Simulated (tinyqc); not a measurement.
Overlap of hydrogenic dopants: pairs, impurity band and the Mott density, step by step. Values are carried at full precision from step to step, so a last printed digit may differ when a step is redone from the rounded ones.

Ry* = Ry m/eps^2, aB = a0 eps/m. For 1s orbitals a distance rho = R/aB apart, in Ry*: overlap S = exp(-rho)(1 + rho + rho^2/3), J = (2/rho)(1 - (1 + rho) exp(-2 rho)) (attraction to the other ion), Kx = 2 (1 + rho) exp(-rho) (exchange of one electron). One electron on a pair has E = -1 - (J +/- Kx)/(1 +/- S), without the repulsion 2/rho of the ions. Hopping after orthogonalisation: t = (Kx - S J)/(1 - S^2), half the splitting. Dopants on a lattice with z neighbours, n = 1/R^3 (simple cubic), give a band of width B = 2 z t, as on any lattice of two interpenetrating sublattices. Valleys, central cells and disorder are left out.

Constants: Ry = 13.60569312 eV; a0 (Bohr radius) = 0.5291772105 angstrom; hbar = 6.58211957e-16 eV s.

Parameters, chosen for this exercise (an isotropic mass and dielectric constant of the size used for donors in SiC; not measured data):
```
symbol  value  unit    meaning
m       0.415  m0      mass
eps     9.7            dielectric constant
N       0.015  1/aB^3  dopant density
rho     4.6    aB      distance of a pair
u       1.25   Ry*     cost of a second electron on one dopant
z       6              neighbours in the dopant lattice
```

## Scales

Form Ry*, aB, and the density N in 1/cm^3 (1/angstrom^3 = 1e24/cm^3).

Ry* = 60.010 meV
aB = 12.369 angstrom
density = 7.927e+18 1/cm^3

## A pair with one electron

Form S, J, Kx, the two levels, t, and the total energy of the lower state with the repulsion, relative to a distant pair (-1).

S, J, Kx: 0.12719  0.43454  0.11258

levels (Ry*): even -1.48538, odd -1.36887

t = 0.05825 Ry*
energy of the pair against a distant one (negative: bound) = -0.05060 Ry*

In this host the pair is 5.7 nm long and its splitting 2t is 6.99 meV.

## The pair with two electrons (two-site Hubbard model)

t is the hopping between the two dopants. Singlet at (u - sqrt(u^2 + 16 t^2))/2 below the triplet at 0; estimate 4 t^2/u; weight of double occupancy (1 - u/sqrt(u^2 + 16 t^2))/2; swap time pi hbar/Jx with Jx the splitting in eV. t and u are in units of Ry*.

singlet-triplet splitting (meV): exact 0.6461, 4 t^2/u 0.6517

double occupancy = 0.0085
swap time = 3.20 ps

The estimate is 0.9 % too high at 4t/u = 0.19.

## The impurity band at this density

Form R/aB, t, B = 2 z t and N^(1/3) aB. Two estimates of the gap between the Hubbard bands: u - B (rigid bands, closing at B = u) and the Hubbard-III rule, which closes at B = (2/sqrt3) u; give B/u.

R/aB = 4.0548
t = 0.08827 Ry*

B: in Ry* 1.059, in meV 63.566

N^(1/3) aB = 0.2466
B/u = 0.847

Both rules leave a gap: an insulator at T = 0. Mott's screening rule, N^(1/3) aB = 0.26, puts this density on the insulating side.

## Checks

- Overlap S against numerical integration in elliptic coordinates: both 0.12719.

Program tinyqc; command `OMP_NUM_THREADS=1 python tinyqc.py 1452082 1452083 out.jsonl`; about 0.01 s on one thread of a shared Intel(R) Xeon(R) Processor @ 2.30GHz.
